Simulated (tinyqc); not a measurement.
Worked calculation: Wannier-Stark ladder of a miniband. Values are carried at full precision from step to step, so a last printed digit may differ when a step is redone from the rounded ones.

One state in each well j = -(Nw - 1)/2 ... (Nw - 1)/2: H_jj = j e F d, H_(j,j+1) = -W/4; 1 kV/cm = 0.01 meV/angstrom. In an infinite chain the levels are j e F d and the state of well 0 has amplitude J_j(x) in size on well j, x = W/(2 e F d).

Constants: hbar = 6.58211957e-16 eV s.

Inputs chosen for the exercise (near those of an InGaAs/InAlAs superlattice; the results hold for these values, not for the real material): W = 20 meV (miniband width); d = 97 angstrom (period); F = 5.9 kV/cm (field); Nw = 9 (wells).

## Scales

Give e F d, x, the Bloch frequency e F d/(2 pi hbar) and period, and the swing W/(e F) of a wave packet.

e F d = 5.723 meV
x = 1.7473
frequency = 1.384 THz
period = 0.723 ps
swing = 339 angstrom

## The matrix

Fill it in.

H (meV), lower triangle:
```
         -4       -3       -2      -1       0       1       2       3       4
-4  -22.892
-3   -5.000  -17.169
-2        0   -5.000  -11.446
-1        0        0   -5.000  -5.723
0         0        0        0  -5.000       0
1         0        0        0       0  -5.000   5.723
2         0        0        0       0       0  -5.000  11.446
3         0        0        0       0       0       0  -5.000  17.169
4         0        0        0       0       0       0       0  -5.000  22.892
```

## Levels and the middle state

Diagonalise; give the levels, their spacings and the weights of the middle level on the wells.

levels (meV): -26.314  -17.988  -11.564  -5.732  0.000  5.732  11.564  17.988  26.314

spacings (meV): 8.325  6.425  5.832  5.732  5.732  5.832  6.425  8.325

weights: 0.0004  0.0083  0.0860  0.3366  0.1375  0.3366  0.0860  0.0083  0.0004

The spacing in the middle is 1.0015 e F d and at the ends 1.455 e F d; states that reach the ends of the stack are pushed apart.

## Bessel amplitudes

With x = W/(2 e F d): J_j(x)^2 for j = 0 to 5, their running sum over -j ... j, and the spread sqrt(sum j^2 J_j^2) = x/sqrt2. For a hole fixed in well 0 the J_j^2 are the strengths of the optical lines at j e F d.

Weights:

| j | J_j^2 | sum |
|---|---|---|
| 0 | 0.1373 | 0.1373 |
| 1 | 0.3365 | 0.8103 |
| 2 | 0.0861 | 0.9824 |
| 3 | 0.0084 | 0.9991 |
| 4 | 0.0004 | 1.0000 |
| 5 | 0.0000 | 1.0000 |

spread = 1.236 periods

The strongest line is j = +/-1.

## Checks

- Weight on well 1 of the middle state of 61 wells against J_1(x)^2: both 0.3365.

Computed by tinyqc, a small Python program: `OMP_NUM_THREADS=1 python tinyqc.py 1250915 1250916 out.jsonl` (the numbers bound the seed that draws the inputs); one thread of a shared host (Intel(R) Xeon(R) Processor @ 2.30GHz), about 0.01 s for the whole set of steps.
